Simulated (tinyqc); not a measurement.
## Mobility, diffusion coefficient and lifetime from two collectors

Problem. For an injected sheet in a field F the peak time tp at distance L obeys u^2 tp^2 + 2 D tp = L^2 with u^2 = v^2 + 4 D/tau, and the pulse area goes as exp(L (v - u)/(2 D)); v = mu F. Find u, D, mu and tau without using the Einstein relation.

Inputs (values chosen for the exercise): sweep field along the drift F = 2.4 V/cm.

distances (um): 1800  4500
peak times (us): 116.912796  301.797053
ratio of the areas, far over near = 0.222345233

Answer. The two peak times give two linear equations for u^2 and D; the area ratio gives v - u, and u^2 - v^2 = 4 D/tau gives tau.

u = 1460 cm/s
D = 14.04 cm^2/s
mu = 543.0 cm^2/(V s)
tau = 1.300e-4 s

Computed by the program tinyqc: `OMP_NUM_THREADS=1 python tinyqc.py 2310027 2310028 out.jsonl`, one thread of a shared Intel Xeon 2.30GHz, about 0.01 s for the whole run.
